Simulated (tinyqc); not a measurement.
Inside a calculation. Method: coherent transport through a tight-binding region between two chains. Computed by tinyqc, a small Python program that keeps every step. Settings: temperature = 300, mu = 0.02. Command: `OMP_NUM_THREADS=1 python tinyqc.py 27818 27819 out.jsonl` (the two numbers bound the seeds that draw the settings). One thread of a shared host (Intel(R) Xeon(R) Processor @ 2.60GHz), about 0.1 s of CPU time with the checks.

## Transmission at E = 0.88 eV

H of the central region (eV), lower triangle:
```
,1,2,3
1,0.000000
2,-0.680000,1.380000
3,0.000000,-1.960000,0.000000
```

Leads: semi-infinite chains with site energy 0:
```
parameter,value
lead hopping t (eV),2.320000
coupling to the left lead (eV),0.870000
coupling to the right lead (eV),0.900000
left contact site,1
right contact site,3
```

E = 0.880000 eV

Surface Green function g = (E - i sqrt(4 t^2 - E^2)) / (2 t^2); self-energy tc^2 g on each contact site; G = (E - H - Sigma)^(-1); Gamma = -2 Im Sigma; T = Gamma_L Gamma_R |G_LR|^2; local density of states -Im G_ii / pi.

g = 0.081748-0.423212i 1/eV

G (1/eV), lower triangle:
```
,1,2,3
1,0.955961-0.372687i
2,0.144886-0.001937i,-0.175228-0.065921i
3,-0.294699+0.128805i,0.415237-0.016145i,0.208170-0.048806i
```

local density of states (1/eV): 0.118630  0.020983  0.015535

transmission = 0.045434

## Transmission across the band

The same steps on a grid of energies.

T(E):
```
E (eV),T
-4.40800000,0.000013
-3.96720000,0.000068
-3.52640000,0.000229
-3.08560000,0.000750
-2.64480000,0.002788
-2.20400000,0.014329
-1.76320000,0.147131
-1.32240000,0.256609
-0.88160000,0.151587
-0.44080000,0.223172
0.00000000,0.399431
0.44080000,0.132208
0.88160000,0.045297
1.32240000,0.024150
1.76320000,0.018409
2.20400000,0.021094
2.64480000,0.056191
3.08560000,0.105879
3.52640000,0.004216
3.96720000,0.000588
4.40800000,0.000072
```

levels of the isolated region (eV): -1.496344  0.000000  2.876344

## Current

I = (2e/h) int T(E) [f(E - mu - V/2) - f(E - mu + V/2)] dE at 300 K with mu = 0.02 eV, the bias not changing H; 2e^2/h = 77.48092 microsiemens; the integral runs over the band on 4001 points.

Current:
```
V (volt),I (microampere)
0.010000,0.300610
0.050000,1.501092
0.100000,2.990051
0.200000,5.886542
0.400000,11.119910
0.800000,18.831079
```
